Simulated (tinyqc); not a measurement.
FinFET, parasitic resistance, capacitance and delay: one step of the calculation.

Nf fins under one contact; each has gated perimeter p = 2 Hf + Wf and cross-section A = Hf Wf; contact width Wc = Nf pf, stack height Hs = Hf. Contact length Lc = CPP - Lg - 2 Lsp, shared by two neighbouring gates. Source and drain sides are equal. The formulas are first-order estimates, not field solutions.

Task. Fin currents at Vgs = Vdd, Vds = Vdd/2. One fin: I = p Q vx u/(1 + |u|^1.8)^(1/1.8), Q = Cinv n Vt ln(1 + exp((Vg' - VT + dl Vd')/(n Vt))), u = Vd' mu/(vx Lg), Vg' = Vgs - v, Vd' = Vds - 2 v, with the drop on each side v = Rc (sum of I) + Rx I. I(new) = I + 0.5 (I(out) - I).

Inputs (values chosen for the exercise); values close to those of silicon logic devices:
```
symbol  value        unit                          meaning
T         300           K                      temperature
Hf         60          nm                       fin height
Wf          6          nm                        fin width
Lg         18          nm                      gate length
Cinv      3.2     uF/cm^2            inversion capacitance
vx      1.1e7        cm/s               injection velocity
mu        260  cm^2/(V s)                apparent mobility
VT       0.27           V  threshold at zero drain voltage
dl      0.022         V/V                 barrier lowering
n        1.18                          subthreshold factor
Vdd       0.7           V                   supply voltage
```

Constants: q = 1.602176634e-19 C, kB = 1.380649e-23 J/K, Vt = kB T/q. Results are converted to the units shown.

I at the start (uA): fin 1 0, fin 2 0
Rc = 753.50370 ohm
Rx = 122.22222 ohm

Give: drop v; I(out); I after iteration 1.

Result.

drop v (mV): fin 1 0, fin 2 0
I(out) (uA): fin 1 187.53, fin 2 187.53
I after iteration 1 (uA): fin 1 93.765, fin 2 93.765

Numbers from tinyqc (`OMP_NUM_THREADS=1 python tinyqc.py 2170107 2170108 out.jsonl`; about 0.04 s on one thread of a shared Intel Xeon 2.30GHz).
